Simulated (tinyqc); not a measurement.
# Resistance of a tapered via with liner, size effect and interface: via resistance against the diameter at the bottom

A round via whose diameter grows from db at the bottom as D(z) = db + 2 z/tan(ang). The fill, of diameter D - 2 tl, starts above the bottom liner (thickness fb tl) and has rho = rho0 (1 + ks lam/(D - 2 tl)); the sidewall liner conducts in parallel with it. The bottom liner and the interface are crossed over the full area pi db^2/4. Spreading in the lines above and below is left out.

Slices between z0 = fb tl and hv, evaluated at their midpoints: conductance per length pi/4 [(D - 2 tl)^2/rho + (D^2 - (D - 2 tl)^2)/rl], slice resistance = slice height over that. 2000 slices. R_fill = sum of the slices; R_bottom = rl fb tl/(pi db^2/4); R_interface = ri/(pi db^2/4); ballistic (Sharvin) limit 1/(Sb pi (db - 2 tl)^2/4); ideal cylinder rho0 hv/(pi db^2/4).

Parameters, values chosen for the exercise; fill metal close to cobalt:
- hv = 52 nm (height)
- ang = 87 degrees (sidewall angle)
- rho0 = 6.38 uohm cm (bulk resistivity of the fill)
- lam = 11.8 nm (mean free path of the fill)
- ks = 0.7 (size-effect factor)
- tl = 1.7 nm (liner on the sidewall)
- fb = 1 (liner at the bottom over that on the sidewall)
- rl = 210 uohm cm (resistivity of the liner)
- ri = 1.4e-12 ohm cm^2 (interface resistivity at the bottom)
- Sb = 1e15 S/m^2 (ballistic conductance per area, about 3/(4 rho0 lam))

Result of one run:
```
db (nm)	R_fill (ohm)	R_bottom (ohm)	R_interface (ohm)	R (ohm)	ballistic limit (ohm)	R over ideal cylinder	largest part
6	441.3	126.3	4.951	572.5	188.3	4.879	fill
```

What becomes of these results when the diameter at the bottom db is changed from 6 to 22 nm, all else the same?

Result of the changed run:
```
db (nm)	R_fill (ohm)	R_bottom (ohm)	R_interface (ohm)	R (ohm)	ballistic limit (ohm)	R over ideal cylinder	largest part
22	12.41	9.391	0.3683	22.17	3.680	2.540	fill
```

The whole series:
```
db (nm)	R_fill (ohm)	R_bottom (ohm)	R_interface (ohm)	R (ohm)	ballistic limit (ohm)	R over ideal cylinder	largest part
6	441.3	126.3	4.951	572.5	188.3	4.879	fill
8.3	157.9	65.98	2.588	226.5	53.03	3.694	fill
11	71.01	37.57	1.473	110.0	22.04	3.152	fill
16	26.85	17.76	0.6963	45.30	8.020	2.745	fill
22	12.41	9.391	0.3683	22.17	3.680	2.540	fill
30	6.050	5.051	0.1981	11.30	1.799	2.407	fill
42	2.853	2.577	0.1011	5.531	0.8545	2.310	fill
58	1.415	1.351	0.05299	2.819	0.4271	2.245	fill
80	0.7140	0.7102	0.02785	1.452	0.2170	2.200	fill
```

R falls from 573 to 1.45 ohm. The fill is the largest part at db = 6 and in all other rows. R goes as db^(-2.86) between the first two rows and db^(-2.06) between the last two; area alone gives -2.

Computed by the program tinyqc: `OMP_NUM_THREADS=1 python tinyqc.py 2750195 2750196 out.jsonl`, one thread of a shared Intel Xeon 2.30GHz, about 0.01 s for the whole run.
